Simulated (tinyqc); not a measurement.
p-type polysilicon, carrier trapping at grain boundaries: two steps of the calculation.

One-dimensional grains of size Lg, uniform ionised doping N, monovalent traps Qt at each boundary at a depth Et below (for electrons) or above (for holes) the band edge there, abrupt depletion of width W on each side of a boundary, Boltzmann statistics. xi is the distance from the band edge at the grain centre to the Fermi level. Trapped charge Qt/(1 + exp((xi + VB - Et)/Vt)) = 2 N W, barrier VB = q N W^2/(2 eps0 eps_r).

Values chosen for this exercise; values of the order met in polycrystalline silicon:
- T = 300 K (temperature)
- eps_r = 11.7 (relative permittivity)
- NB = 2.65e19 cm^-3 (valence-band density of states at T)
- Lg = 22 nm (grain size)
- Qt = 1.3e12 cm^-2 (trap density of a grain boundary)
- Et = 0.48 eV (depth of the trap level from the majority band edge at the boundary)
- N = 2.2e18 cm^-3 (doping)

Constants: q = 1.602176634e-19 C, kB = 1.380649e-23 J/K, Vt = kB T/q, eps0 = 8.8541878128e-14 F/cm where lengths are in cm. Results are converted to the units shown.

Problem 1. New W. Partly depleted grain, xi = Vt ln(NB/N): f = 1/(1 + exp((xi + VB - Et)/Vt)), g = Qt f - 2 N W, g' = -2 Qt f (1 - f) VB/(W Vt) - 2 N, W(new) = W - g/g'.

W at the start = 1.8 nm

Give: VB; f; g; g'; W after iteration 1.

Solution 1.

VB = 0.005512 V
f = 1.000
g = 5.080e11 cm^-2
g' = -4.400e11 cm^-2/nm
W after iteration 1 = 2.955 nm

Problem 2. Depletion width, Fermi level and barrier. If the trap equation with xi = Vt ln(NB/N) has a root W < Lg/2, the grain is partly depleted; otherwise W = Lg/2 and the trap equation gives xi = Et - VB + Vt ln(Qt/(N Lg) - 1). N* = Qt/Lg.

Find: N*; W; xi; VB; share of traps filled.

Solution 2.

N* = 5.9091e17 cm^-3
W = 2.9545 nm
xi = 0.064338 V
VB = 0.014851 V
share of traps filled = 1.0000

N is 3.72 N*, and the grain is partly depleted; VB = 0.574 Vt.

Numbers from tinyqc (`OMP_NUM_THREADS=1 python tinyqc.py 2830095 2830096 out.jsonl`; about 0.01 s on one thread of a shared Intel Xeon 2.30GHz).
